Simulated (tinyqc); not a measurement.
# Trap density and cross-section from triangular pulses

Inverse problem. In charge pumping, for a flat interface trap density D0 and a symmetric triangular wave, Qcp = -2 q A D0 Vt ln[vth s ni (dV/Va)/(2 f)], with s the geometric mean cross-section. Find D0, the frequency f0 where the line meets zero, and s.

Values chosen for this exercise:
```
symbol  value  unit                                                               meaning
T         300     K                                                           temperature
A        0.66  um^2                                                             gate area
vth     1.1e7  cm/s  thermal velocity at 300 K, one nominal value for electrons and holes
dV        0.7     V                                                             Vth - Vfb
Va        3.1     V                                                          pulse height
```

Constants: q = 1.602176634e-19 C, kB = 1.380649e-23 J/K, Vt = kB T/q. Results are converted to the units shown.

Qcp at f = 20000 and 1e6 Hz (fC): 0.012001326  0.017990100
ni = 8.7365452e9 cm^-3

Answer. Qcp is linear in ln f: the slope gives D0 and the zero gives s = 2 f0 Va/(vth ni dV).

D0 = 2.80e10 cm^-2 eV^-1
f0 = 7.88 Hz
s = 7.26e-16 cm^2

Numbers from tinyqc (`OMP_NUM_THREADS=1 python tinyqc.py 2030014 2030015 out.jsonl`; about 0.01 s on one thread of a shared Intel Xeon 2.30GHz).
